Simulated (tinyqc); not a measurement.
Surface Green function of a square-lattice strip three rows wide, Sancho-Rubio decimation: one step of the calculation.

A semi-infinite lead of cells 0, 1, 2, ... with H0 inside a cell and H1 = <cell i|H|cell i + 1>. A cell is one column of three sites. z = E + i eta.

Task. Decimation. Start with e_s = e = H0, a = H1, b = H1^dagger. Each round: g = (z - e)^(-1); e_s <- e_s + a g b; e <- e + a g b + b g a; a <- a g a; b <- b g b (all with the old a, b). Round k joins cells 2^k apart.

Values chosen for this exercise: energy E = 9.64 eV; broadening eta = 1e-9 eV.

e_s after round 1 (eV):
```
,1,2,3
1,1.0708780+0.0000000i,-3.4405884+0.0000000i,0.1025885+0.0000000i
2,-3.4405884+0.0000000i,2.5519433+0.0000000i,-3.3861196+0.0000000i
3,0.1025885+0.0000000i,-3.3861196+0.0000000i,-0.7051409+0.0000000i
```

e after round 1 (eV):
```
,1,2,3
1,1.9617561+0.0000000i,-3.8111767+0.0000000i,0.2051770+0.0000000i
2,-3.8111767+0.0000000i,3.6938866+0.0000000i,-3.7022391+0.0000000i
3,0.2051770+0.0000000i,-3.7022391+0.0000000i,0.0397181+0.0000000i
```

a after round 1 (eV):
```
,1,2,3
1,0.8908780+0.0000000i,-0.3705884+0.0000000i,0.1025885+0.0000000i
2,-0.3705884+0.0000000i,1.1419433+0.0000000i,-0.3161196+0.0000000i
3,0.1025885+0.0000000i,-0.3161196+0.0000000i,0.7448591+0.0000000i
```

b after round 1 (eV):
```
,1,2,3
1,0.8908780+0.0000000i,-0.3705884+0.0000000i,0.1025885+0.0000000i
2,-0.3705884+0.0000000i,1.1419433+0.0000000i,-0.3161196+0.0000000i
3,0.1025885+0.0000000i,-0.3161196+0.0000000i,0.7448591+0.0000000i
```

Give: g; e_s after round 2; e after round 2; a after round 2; b after round 2.

Result.

g (1/eV):
```
,1,2,3
1,0.23125+0.00000i,-0.19910+0.00000i,0.08172+0.00000i
2,-0.19910+0.00000i,0.39275+0.00000i,-0.15571+0.00000i
3,0.08172+0.00000i,-0.15571+0.00000i,0.16596+0.00000i
```

e_s after round 2 (eV):
```
,1,2,3
1,1.4683+0.0000i,-3.9810+0.0000i,0.3492+0.0000i
2,-3.9810+0.0000i,3.4125+0.0000i,-3.7956+0.0000i
3,0.3492+0.0000i,-3.7956+0.0000i,-0.4726+0.0000i
```

e after round 2 (eV):
```
,1,2,3
1,2.7567+0.0000i,-4.8921+0.0000i,0.6984+0.0000i
2,-4.8921+0.0000i,5.4151+0.0000i,-4.5213+0.0000i
3,0.6984+0.0000i,-4.5213+0.0000i,0.5047+0.0000i
```

a after round 2 (eV):
```
,1,2,3
1,0.39746+0.00000i,-0.54044+0.00000i,0.24659+0.00000i
2,-0.54044+0.00000i,0.86058+0.00000i,-0.40951+0.00000i
3,0.24659+0.00000i,-0.40951+0.00000i,0.23249+0.00000i
```

b after round 2 (eV):
```
,1,2,3
1,0.39746+0.00000i,-0.54044+0.00000i,0.24659+0.00000i
2,-0.54044+0.00000i,0.86058+0.00000i,-0.40951+0.00000i
3,0.24659+0.00000i,-0.40951+0.00000i,0.23249+0.00000i
```

Program tinyqc, `OMP_NUM_THREADS=1 python tinyqc.py 2680034 2680035 out.jsonl`; Intel Xeon 2.30GHz, shared host, one thread, about 0.05 s.
